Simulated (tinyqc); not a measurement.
Inside a calculation: deformation-potential model of the L valleys of a conduction band. Values are carried at full precision from step to step, so a last printed digit may differ when a step is redone from the rounded ones.

s11 = (C11 + C12)/((C11 - C12)(C11 + 2 C12)), s12 = -C12/((C11 - C12)(C11 + 2 C12)), s44 = 1/C44; exx = s11 sxx + s12 (syy + szz) and cyclic, exy = s44 sxy/2; tension is positive. A uniaxial stress X along the unit vector n is s_ij = X n_i n_j.

Constants: kB = 8.617333262e-05 eV/K; hbar^2/2m0 = 3.80998211 eV angstrom^2.

Values chosen for the exercise (near those of Ge; shifted at random, so the results belong to these values and not to a real crystal):
- C11 = 131.3 GPa
- C12 = 49.1 GPa
- C44 = 68.8 GPa
- load = uniaxial [111] (kind of stress)
- X = -1.69 GPa (stress)
- Xd = -7.22 eV (dilation potential)
- Xu = 15.38 eV (uniaxial potential)
- T = 77 K (temperature)
- ml = 1.598 m0 (longitudinal mass)
- mt = 0.085 m0 (transverse mass)

## Strain from a uniaxial [111] stress

Form the compliances and the strain.

s11, s12, s44 (1/TPa): 9.5627  -2.6027  14.5349

strain tensor:
```
           x          y          z
x  -0.002455  -0.004094  -0.004094
y  -0.004094  -0.002455  -0.004094
z  -0.004094  -0.004094  -0.002455
```

## Valley shifts

Valleys with axes along [111], [1-1-1], [-11-1] and [-1-11], one whole valley each. Herring-Vogt shift of a valley with unit axis a: dE = Xd tr(e) + Xu a.e.a. Non-degenerate shares n_i = exp(-dE_i/kT)/sum_j exp(-dE_j/kT). Inverse mass tensor of a valley: (1 - a a)/mt + a a/ml; the masses are taken as independent of strain.

Apply the Herring-Vogt formula to each valley.

Xd tr(e) = 53.17 meV

a.e.a: [111] -0.010643, [1-1-1] 0.000275, [-11-1] 0.000275, [-1-11] 0.000275

shifts dE (meV): [111] -110.52, [1-1-1] 57.39, [-11-1] 57.39, [-1-11] 57.39

The lowest valley is [111], 167.9 meV below the highest; the mean shift over all valleys is (Xd + Xu/3) tr(e) = 15.41 meV.

## Shares of the electrons

Boltzmann factors of the shifts.

kT = 6.635 meV

shares: [111] 1.0000, [1-1-1] 0.0000, [-11-1] 0.0000, [-1-11] 0.0000

effective number of valley axes, 1/(largest share) = 1.000

## Conductivity mass tensor

With one scattering time for all valleys the conductivity goes as M = sum_i n_i (inverse mass tensor of valley i); along the unit vector u, 1/m_c = u.M.u. Without stress 1/m_c = (1/ml + 2/mt)/3. Take u along [1-10].

M (1/m0):
```
        x       y       z
x   8.052  -3.713  -3.713
y  -3.713   8.052  -3.713
z  -3.713  -3.713   8.052
```

m_c along [1-10] = 0.0850 m0
m_c without stress = 0.1242 m0

The repopulation alone changes the mobility along [1-10] by +46.1 %; with all electrons in the valleys lightest or heaviest along this direction it would change by +46 or -46 %.

## Effective density of states

Each of the 4 whole valleys has m_d = (ml mt^2)^(1/3) and N = 2 (m_d kT/(4 pi c))^(3/2), c = hbar^2/2m0. Counted from the lowest edge, Nc = N x sum_i exp(-(dE_i - dE_min)/kT). 1 angstrom^-3 = 1e24 cm^-3.

m_d = 0.2260 m0
N of one valley = 3.506e+17 cm^-3
Nc under stress = 3.506e+17 cm^-3
Nc without stress = 1.402e+18 cm^-3

## Piezoresistance from repopulation

For small stress d(rho)/rho = pi X. For valleys on the <111> axes pi11 = pi12 = 0 and pi44 = -Xu s44/(3 kT) x (K - 1)/(2K + 1), K = ml/mt. For stress along [110]: pi_l = (pi11 + pi12 + pi44)/2 with the current along it and pi_t = (pi11 + pi12 - pi44)/2 with the current along [1-10]. 1/GPa = 100 x 1e-11/Pa.

K = 18.800

pi11, pi12, pi44 (1e-11/Pa): 0.0  0.0  -517.9

pi_l, pi_t for [110] (1e-11/Pa): -258.9  258.9

Only the transfer between valleys is counted; changes of mass and of intervalley scattering add to it in a real crystal.

## Checks

- Conductivity mass at zero stress against 3/(1/ml + 2/mt): both 0.1241969.
- Piezoresistance coefficients by finite differences against the closed form: largest difference 2.0e-07.

tinyqc: `OMP_NUM_THREADS=1 python tinyqc.py 1051091 1051092 out.jsonl`; about 0.03 s, one thread, shared Intel(R) Xeon(R) Processor @ 2.30GHz.
